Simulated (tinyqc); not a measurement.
Floating body of a partially depleted SOI transistor: body voltage and kink: one step of the calculation.

Source at 0 V. Channel current Ic = 2 nf K Vt^2 [F(0) - F(Vd)](1 + la Vd), F(V) = ln^2(1 + exp((Vg - VT - nf V)/(2 nf Vt))), VT = VT0 - gb Vb. Saturation voltage Vs = 2 Vt sqrt(F(0)) + 3 Vt, excess Ve = (Vd - Vs + sqrt((Vd - Vs)^2 + 0.0004 V^2))/2, multiplication M1 = Ai Ve exp(-Bl/Ve). Each junction passes D(v) = J1 (exp(v/Vt) - 1) + J2 (exp(v/(2 Vt)) - 1). Bipolar current Ib = bb J1 (exp(Vb/Vt) - 1). The body settles where M1 (Ic + Ib) = D(Vb) + D(Vb - Vd) + Vb/Rb; drain current Id = (1 + M1)(Ic + Ib) - D(Vb - Vd).

Task. New Vb. Current into the body I_in = M1 (Ic + Ib) - D(Vb - Vd), current out I_out = D(Vb) + Vb/Rb; f = ln(I_in/I_out), s = df/dVb by central differences over 1e-5 V, Vb(new) = Vb - f/s.

Parameters, values chosen for the exercise; values of the order met in partially depleted silicon-on-insulator transistors: temperature T = 398 K; threshold at zero body voltage VT0 = 0.43 V; fall of the threshold per volt of body voltage gb = 0.31; slope factor nf = 1.49; gain factor per width K = 440 uA/(V^2 um); channel-length modulation factor la = 0.07 1/V; impact-ionisation prefactor Ai = 1.36 1/V; impact-ionisation voltage Bl = 4.2 V; diffusion saturation current of each junction J1 = 2.6e-9 uA/um; recombination saturation current of each junction J2 = 3.3e-7 uA/um; gain of the lateral bipolar transistor on the diffusion current bb = 0.5; resistance of a weak body tie to the source (1e9 stands for no tie, and the term is then dropped) Rb = 5000 kohm um; gate voltage Vg = 0.7 V; drain voltage Vd = 1.8 V.

Constants: q = 1.602176634e-19 C, kB = 1.380649e-23 J/K, Vt = kB T/q. Results are converted to the units shown.

Vb after iteration 1 = 0.71544526 V

Find: Ic; Ve; M1; I_in; I_out; f; s; Vb after iteration 2.

Result.

Ic = 40.35 uA/um
Ve = 1.367 V
M1 = 0.08598
I_in = 3.597 uA/um
I_out = 3.136 uA/um
f = 0.1372
s = -26.21 1/V
Vb after iteration 2 = 0.7207 V

Range of the model: The multiplication law is an empirical form chosen for the exercise; self-heating and capacitive coupling to the body are left out, and the linear laws are rough once Vb passes about 0.7 V or M1 about 0.1.

Computed by the program tinyqc: `OMP_NUM_THREADS=1 python tinyqc.py 2182038 2182039 out.jsonl`, one thread of a shared Intel Xeon 2.30GHz, about 0.2 s for the whole run.
